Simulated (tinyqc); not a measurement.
# Equilibrium and kinetic segregation of a solute to boundaries and growing surfaces, step by step

A worked calculation. Computed by tinyqc, a small Python program that keeps every step. Command: `OMP_NUM_THREADS=1 python tinyqc.py 3002621 3002622 out.jsonl segreg walk`. One thread of a shared host (Intel(R) Xeon(R) Processor @ 2.30GHz), about 0.01 s of CPU time with the checks. Intermediate numbers are printed to about 6 digits and carried at full precision; extremes and crossings named in words are read from the listed rows.

Inputs (values chosen for the exercise, modelled on phosphorus in polycrystalline silicon):

| quantity | value | unit |
|---|---|---|
| segregation energy Q | 0.405 | eV |
| interaction z w (positive attracts) | -0.034 | eV |
| total solute fraction x0 | 0.0011 | - |
| temperature T | 925 | K |
| grain size d | 31 | nm |
| boundary thickness delta | 0.36 | nm |
| atomic volume Omega | 20.02 | angstrom^3 |
| clean boundary energy gamma_0 | 0.59 | J/m^2 |
| bulk diffusivity D | 2.4e-21 | m^2/s |
| anneal time t | 440 | s |
| exchange barrier E_b | 1.89 | eV |
| surface segregation energy E_s | 0.45 | eV |
| growth temperature T_g | 590 | K |
| growth rate | 0.4 | monolayers/s |
| mixing | 0.3 | - |

Isotherm: Fowler-Guggenheim.

Constants: k_B = 8.617333262e-05 eV/K; 1 eV/angstrom^2 = 16.02176634 J/m^2.

## Coverage for very large grains, by iteration

With theta the solute fraction on boundary sites and x that in the grains, theta/(1 - theta) = [x/(1 - x)] exp[(Q + z w theta)/(k_B T)]. The coverage theta_inf is that for x = x0. Start at theta = 0; theta(new) = theta + mixing (theta(out) - theta); stop below 1e-10, 80 steps at most.

Iteration:

| step | theta in | theta out | out - in |
|---|---|---|---|
| 1 | 0.000000 | 0.150530 | 1.50530e-01 |
| 2 | 0.045159 | 0.148084 | 1.02925e-01 |
| 3 | 0.076037 | 0.146430 | 7.03934e-02 |
| 4 | 0.097155 | 0.145308 | 4.81531e-02 |
| 5 | 0.111600 | 0.144544 | 3.29436e-02 |
| 6 | 0.121484 | 0.144024 | 2.25400e-02 |
| ... | ... | ... | ... |
| 52 | 0.142901 | 0.142901 | 5.95540e-10 |
| 53 | 0.142901 | 0.142901 | 4.07544e-10 |
| 54 | 0.142901 | 0.142901 | 2.78893e-10 |
| 55 | 0.142901 | 0.142901 | 1.90854e-10 |
| 56 | 0.142901 | 0.142901 | 1.30607e-10 |
| 57 | 0.142901 | 0.142901 | 8.93777e-11 |

coverage theta_inf = 0.142901

last residual = 8.93777e-11

Converged; without interaction theta would be 0.1505.

## Depletion of small grains

Finite grains: boundary sites are the fraction f = 3 delta/d, and x0 = (1 - f) x + f theta; solve both equations for theta; share at boundaries = f theta/x0.

site fraction f = 0.0348387

coverage theta = 0.0267827

fraction x left in the grains = 1.72952e-04

share of solute at boundaries = 84.8249 %

enrichment theta/x = 154.856

85 % of the solute sits at boundaries; for a dopant that share is electrically lost. The supply limits the coverage, which stays well below theta_inf.

## Boundary energy

Gibbs adsorption for this isotherm in a dilute matrix: gamma = gamma_0 + Gam_0 [k_B T ln(1 - theta) + z w theta^2/2], Gam_0 = delta/Omega sites per area.

Gam_0 = 17.9820 1/nm^2

boundary energy gamma = 0.583730 J/m^2

Segregation lowers gamma by 1.1 %, and the driving force of grain growth with it.

## How fast the boundary fills

McLean kinetics from a uniform start, fed from both sides, with a constant enrichment beta = theta_inf/x0: (theta - x0)/(theta_inf - x0) = 1 - exp(s^2) erfc(s), s = 2 sqrt(D t)/(beta delta); half filling at s = 0.7691, t = (0.7691 beta delta/2)^2/D. D is an input and does not follow T.

s = 0.0439457

degree of filling = 0.0477183

time to half filling = 134767 s

diffusion length sqrt(D t) = 1.02762 nm

Caution: half of theta_inf exceeds the equilibrium coverage of grains of this size, so half filling is never reached in them. Caution: by the time of half filling the diffusion length reaches across the grain, so the real time is longer or half filling is never reached.

## Segregation at a growing surface

Two-state exchange during growth, dilute: jump up r_u = nu exp(-E_b/(k_B T_g)), jump back r_d = r_u exp(-E_s/(k_B T_g)), nu = 1e13 1/s. In the time 1/R of one monolayer the share carried up is p = [r_u/(r_u + r_d)] [1 - exp(-(r_u + r_d)/R)]; the tail decays as p^n, length -1/ln p monolayers; the equilibrium limit has p = r_u/(r_u + r_d).

r_u = 7.17176e-04 1/s

r_d = 1.02737e-07 1/s

share carried up p = 0.00179133

decay length = 0.158108 monolayers

Exchange is slow against growth: the kinetically limited regime, where cooling or faster growth sharpens the profile.

## Tail length against growth temperature

The formulas are those given above.

Exchange model:

| T_g (K) | r_u/R | p | length (monolayers) | equilibrium limit |
|---|---|---|---|---|
| 611 | 6.43348e-03 | 0.006413 | 1.98041e-01 | 5150.23 |
| 654 | 6.81465e-02 | 0.065876 | 3.67649e-01 | 2936.37 |
| 690 | 3.92040e-01 | 0.324292 | 8.88012e-01 | 1936.08 |
| 725 | 1.81869e+00 | 0.837359 | 5.63371e+00 | 1343.69 |
| 754 | 5.82203e+00 | 0.996077 | 2.54407e+02 | 1018.68 |
| 782 | 1.64969e+01 | 0.998743 | 7.95020e+02 | 795.06 |
| 825 | 7.11650e+01 | 0.998221 | 5.61509e+02 | 561.51 |
| 889 | 4.82448e+02 | 0.997196 | 3.56187e+02 | 356.19 |
| 995 | 6.68181e+03 | 0.994771 | 1.90737e+02 | 190.74 |

The length peaks among these rows at 782 K with 795 monolayers. Below, exchange freezes (r_u/R = 0.0064 in the first row); above, the length follows the equilibrium limit, about exp(E_s/(k_B T)), down to 191.

## Coverage against grain size

The formulas are those given above.

At T:

| d (nm) | theta | x in the grains | share at boundaries (%) |
|---|---|---|---|
| 15 | 0.014124 | 0.00008956 | 92.4448 |
| 30 | 0.026055 | 0.00016807 | 85.2705 |
| 60 | 0.044878 | 0.00029755 | 73.4371 |
| 120 | 0.069555 | 0.00047831 | 56.9086 |
| 250 | 0.096097 | 0.00068783 | 37.7398 |
| 500 | 0.115558 | 0.00085224 | 22.6913 |
| 1000 | 0.128034 | 0.00096276 | 12.5706 |
| 5000 | 0.139713 | 0.00107005 | 2.7435 |

From the largest grains to the smallest the share at boundaries rises from 2.7 to 92 %, and x/x0 falls to 0.081. In the dilute limit x/x0 = 1/(1 - f + f exp(Q/(k_B T))), which gives 0.080 at 15 nm.

Checks made by the program: mass balance (relative difference below 1e-10).
